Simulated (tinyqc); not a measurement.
# Schottky barrier on an n-type semiconductor with a doping step, non-linear Poisson equation by Newton steps, step by step

Numbers from tinyqc (`OMP_NUM_THREADS=1 python tinyqc.py 2020033 2020034 out.jsonl`; about 0.05 s on one thread of a shared Intel Xeon 2.30GHz). Printed values are rounded.

One dimension, metal at x = 0, donor density C(x) = N1 for x < x1 and Nd beyond. Energies are counted from the electron Fermi level of the semiconductor and the conduction-band edge is Ec = -psi, so n = Nc exp(psi/Vt); holes follow the Fermi level of the metal, at -V, so p = Nv exp((V - psi - Eg)/Vt). Ends: psi(0) = V - phiB and psi = Vt ln(Nd/Nc) deep inside. Boltzmann statistics, full ionisation, no current, no image force in the Poisson equation.

Inputs (values chosen for the exercise); band and dielectric values close to those of germanium:
```
symbol    value   unit                                      meaning
T           300      K                                  temperature
Eg         0.66     eV                                     band gap
eps_r      16.2                               relative permittivity
Nc      1.03e19  cm^-3       conduction-band density of states at T
Nv      5.95e18  cm^-3          valence-band density of states at T
Nd       3.6e17  cm^-3      donor density deep in the semiconductor
phiB       0.42     eV                               barrier height
V           0.1      V  bias of the metal against the semiconductor
x1           27     nm                     depth of the doping step
N1       1.1e17  cm^-3                 donor density above the step
```

Constants: q = 1.602176634e-19 C, kB = 1.380649e-23 J/K, Vt = kB T/q, eps0 = 8.8541878128e-14 F/cm where lengths are in cm. Results are converted to the units shown.

## End potentials, built-in voltage, Debye length

psi_0 = V - phiB, psi_b = Vt ln(Nd/Nc), Vbi = phiB - Vt ln(Nc/Nd), LD = sqrt(eps0 eps_r Vt/(q Nd)), W = sqrt(2 eps0 eps_r (Vbi - V)/(q Nd)), hole density at the metal p_0 = Nv exp((phiB - Eg)/Vt).

psi_0 = -0.32 V
psi_b = -0.0867023 V
Vbi = 0.333298 V
LD = 8.01812 nm
W for uniform Nd = 34.0640 nm
p_0 = 5.52961e14 cm^-3

The hole density at the metal is 0.0015 times Nd, so holes hardly matter.

## Doping on the mesh

```
node,x (nm)
0,0
1,3.7
2,8.41
3,14.4
4,22
5,31.7
6,44.1
7,59.8
8,79.8
9,105
10,138
```

C = N1 for x < x1 and Nd beyond, taken at the nodes.

```
node,donor density C (cm^-3)
0,1.1e17
1,1.1e17
2,1.1e17
3,1.1e17
4,1.1e17
5,3.6e17
6,3.6e17
7,3.6e17
8,3.6e17
9,3.6e17
10,3.6e17
```

## Couplings between neighbouring nodes

a_i = eps0 eps_r/h_i for the interval from node i to i + 1, with h_i = x_(i+1) - x_i in cm.

```
interval,coupling a_i (F/cm^2)
0,3.87670e-6
1,3.04539e-6
2,2.39462e-6
3,1.88734e-6
4,1.47874e-6
5,1.15676e-6
6,9.13617e-7
7,7.17189e-7
8,5.69198e-7
9,4.34660e-7
```

## Starting potential

The parabola psi_b - (psi_b - psi_0)(1 - x/W)^2 for x < W and psi_b beyond, with psi_0 = V - phiB, psi_b = Vt ln(Nd/Nc), W = sqrt(2 eps0 eps_r (psi_b - psi_0)/(q Nd)).

```
node,psi at the start (V)
0,-0.320000
1,-0.272071
2,-0.219023
3,-0.164446
4,-0.115964
5,-0.087826
6,-0.086702
7,-0.086702
8,-0.086702
9,-0.086702
10,-0.086702
```

## Iteration 1: densities, residual and Jacobian diagonal

n_i = Nc exp(psi_i/Vt), p_i = Nv exp((V - psi_i - Eg)/Vt), rho_i = p_i - n_i + C_i, g_i = (n_i + p_i)/Vt. Box widths w_i = (h_(i-1) + h_i)/2 in cm. Residual F_i = a_i (psi_(i+1) - psi_i) - a_(i-1) (psi_i - psi_(i-1)) + q rho_i w_i; Jacobian: a_(i-1) and a_i beside the diagonal, b_i = -a_(i-1) - a_i - q g_i w_i on it. The two end nodes are fixed.

```
node,n (cm^-3),p (cm^-3)
0,4.33585e13,5.52961e14
1,2.76847e14,8.66020e13
2,2.15479e15,1.11266e13
3,1.77940e16,1.34740e12
4,1.16071e17,2.06559e11
5,3.44688e17,6.95571e10
6,3.6e17,6.65987e10
7,3.6e17,6.65987e10
8,3.6e17,6.65987e10
9,3.6e17,6.65987e10
10,3.6e17,6.65987e10
```

```
node,residual F (C/cm^2),diagonal b (F/cm^2)
1,-1.68557e-8,-6.92304e-6
2,-2.16129e-8,-5.44719e-6
3,-2.91540e-8,-4.35690e-6
4,-5.07332e-8,-3.98832e-6
5,-3.75987e-8,-4.99600e-6
6,-1.29972e-9,-5.20507e-6
7,1.90465e-14,-5.61332e-6
8,2.41149e-14,-6.32867e-6
9,3.10505e-14,-7.49636e-6
```

## Iteration 1: Newton step

Solve the tridiagonal system a_(i-1) d_(i-1) + b_i d_i + a_i d_(i+1) = -F_i for nodes 1 to 9, with d = 0 on fixed nodes. The full step is added.

```
node,"Newton step d (V)"
1,-0.0160041
2,-0.0308471
3,-0.0407908
4,-0.0395797
5,-0.0203802
6,-0.0049216
7,-0.0008129
8,-0.0000927
9,-0.0000070
```

```
node,psi after iteration 1 (V)
0,-0.320000
1,-0.288075
2,-0.249871
3,-0.205236
4,-0.155544
5,-0.108206
6,-0.091624
7,-0.087515
8,-0.086795
9,-0.086709
10,-0.086702
```

## Iteration 2: densities, residual and Jacobian diagonal

As before.

```
node,n (cm^-3),p (cm^-3)
0,4.33585e13,5.52961e14
1,1.49067e14,1.60837e14
2,6.53425e14,3.66921e13
3,3.67297e15,6.52756e12
4,2.51082e16,9.54887e11
5,1.56694e17,1.53008e11
6,2.97593e17,8.05648e10
7,3.48856e17,6.87261e10
8,3.58711e17,6.68381e10
9,3.59902e17,6.66168e10
10,3.6e17,6.65987e10
```

```
node,residual F (C/cm^2),diagonal b (F/cm^2)
1,-1.54853e-12,-6.92290e-6
2,-9.06438e-11,-5.44230e-6
3,-1.51896e-9,-4.29746e-6
4,-1.20215e-8,-3.50069e-6
5,-1.48252e-8,-3.70858e-6
6,-1.37963e-9,-4.66166e-6
7,-5.03674e-11,-5.49004e-6
8,-8.37908e-13,-6.31061e-6
9,-6.21979e-15,-7.49459e-6
```

## Iteration 2: Newton step

As before.

```
node,"Newton step d (V)"
1,-0.0021596
2,-0.0049088
3,-0.0083719
4,-0.0120298
5,-0.0096639
6,-0.0027881
7,-0.0004804
8,-0.0000551
9,-0.0000042
```

```
node,psi after iteration 2 (V)
0,-0.320000
1,-0.290235
2,-0.254779
3,-0.213608
4,-0.167574
5,-0.117870
6,-0.094412
7,-0.087996
8,-0.086850
9,-0.086714
10,-0.086702
```

## Iteration 3: densities, residual and Jacobian diagonal

As before.

```
node,n (cm^-3),p (cm^-3)
0,4.33585e13,5.52961e14
1,1.37121e14,1.74850e14
2,5.40421e14,4.43646e13
3,2.65690e15,9.02387e12
4,1.57661e16,1.52070e12
5,1.07822e17,2.22362e11
6,2.67168e17,8.97395e10
7,3.42434e17,7.00150e10
8,3.57947e17,6.69807e10
9,3.59844e17,6.66276e10
10,3.6e17,6.65987e10
```

```
node,residual F (C/cm^2),diagonal b (F/cm^2)
1,4.79759e-15,-6.92290e-6
2,-8.88244e-13,-5.44195e-6
3,-1.88346e-11,-4.29319e-6
4,-3.24498e-10,-3.45061e-6
5,-1.71772e-9,-3.37389e-6
6,-3.75958e-10,-4.39674e-6
7,-1.71164e-11,-5.41900e-6
8,-2.94824e-13,-6.29992e-6
9,-2.19925e-15,-7.49354e-6
```

## Iteration 3: Newton step

As before.

```
node,"Newton step d (1e-4 V)"
1,-1.37200
2,-3.11890
3,-5.33937
4,-8.08861
5,-9.86546
6,-3.58483
7,-0.64583
8,-0.07450
9,-0.00566
```

```
node,psi after iteration 3 (V)
0,-0.320000
1,-0.290372
2,-0.255091
3,-0.214142
4,-0.168382
5,-0.118857
6,-0.094771
7,-0.088060
8,-0.086858
9,-0.086714
10,-0.086702
```

## Course of the Newton iteration

Stop when the largest undamped |d| is below 1e-9 V, or after 80 iterations.

Course of the iteration:
```
iteration,largest |F| (C/cm^2),largest |d| (V),at node
1,5.07e-8,0.0408,3
2,1.48e-8,0.0120,4
3,1.72e-9,9.87e-4,5
4,1.37e-11,7.86e-6,5
5,8.49e-16,5.09e-10,5
```

Converged in 5 iterations. Once the step is below 0.1 Vt, 2 more iteration(s) reach the threshold: near the solution the error is roughly squared each time.

## Converged densities, field and barrier lowering

```
node,converged psi (V)
0,-0.320000
1,-0.290373
2,-0.255093
3,-0.214146
4,-0.168388
5,-0.118864
6,-0.094774
7,-0.088061
8,-0.086858
9,-0.086714
10,-0.086702
```

n and p as above; E_i = -(psi_(i+1) - psi_i)/h_i; at the metal |E_0| = |E on interval 0| + q rho_0 (h_0/2)/(eps0 eps_r), rho_0 = p_0 - n_0 + C_0; image-force lowering dphi = sqrt(q |E_0|/(4 pi eps0 eps_r)).

```
node,n (cm^-3),p (cm^-3)
0,4.33585e13,5.52961e14
1,1.36390e14,1.75787e14
2,5.33895e14,4.49069e13
3,2.60221e15,9.21352e12
4,1.52771e16,1.56938e12
5,1.03753e17,2.31082e11
6,2.63453e17,9.10050e10
7,3.41571e17,7.01919e10
8,3.57843e17,6.70002e10
9,3.59836e17,6.66291e10
10,3.6e17,6.65987e10
```

```
interval,field E (kV/cm)
0,-80.0724
1,-74.9039
2,-68.3597
3,-60.2076
4,-51.0554
5,-19.4277
6,-4.2760
7,-0.6016
8,-0.0570
9,-0.0036
```

|E_0| at the metal = 82.3560 kV/cm
image-force lowering = 27.0561 mV

A mesh of about 1000 nodes or more gives |E_0| = 82.15 kV/cm; the 11-node value is 0.25 % above it.
